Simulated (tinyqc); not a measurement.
Shallow acceptor in the spherical model (Baldereschi-Lipari), strong spin-orbit limit: one step, computed by the program tinyqc.

The 1S(3/2) state has an s envelope f(r) and a d envelope g(r). In effective units they obey -(f'' + 2f'/r + 2f/r) + mu (g'' + 5g'/r + 3g/r^2) = E f and -(g'' + 2g'/r - 6g/r^2 + 2g/r) + mu (f'' - f'/r) = E g. The cubic term, the split-off band and the central cell are left out.

Question. Matrices in a small basis. zeta_i = zeta_1 beta^(i-1), i = 1..n, in both channels. Basis: f_i = exp(-zeta_i r), g_i = r exp(-zeta_i r), weight r^2 dr, s = zeta_i + zeta_j. S_ff = 2/s^3, H_ff = zeta_i zeta_j S_ff - 2/s^2; S_gg = 24/s^5, H_gg = 8/s^3 + 24 zeta_i zeta_j/s^5 - 12/s^4; H(f_i, g_j) = mu (6 zeta_i^2/s^4 + 2 zeta_i/s^3); S_fg = 0. Each function is normalised by sqrt(S_ii).

Inputs (values chosen for the exercise, modelled on silicon): functions per channel n = 3; smallest exponent zeta_1 = 0.82 1/a*; ratio beta of exponents = 2.1.

mu = 0.4726241

Give: H; S.

Answer.

H (Ry*), lower triangle (symmetric):
```
         f1         f2     f3      g1        g2     g3
f1  -0.9676
f2  -0.9234  -0.478716
f3  -0.6882     0.7264  5.845
g1   0.4587     0.9548  1.304  0.7489
g2   0.6196      2.023  4.211   1.639  5.196996
g3   0.5885      2.732  8.921   2.061     9.327  26.90
```

S, lower triangle (symmetric):
```
       f1     f2     f3     g1     g2     g3
f1  1.000
f2  0.817  1.000
f3  0.468  0.817  1.000
g1  0.000  0.000  0.000  1.000
g2  0.000  0.000  0.000  0.714  1.000
g3  0.000  0.000  0.000  0.282  0.714  1.000
```

Caution: gamma_3 and gamma_2 differ by more than 0.17 gamma_1: band warping, left out here, adds several per cent to the binding.
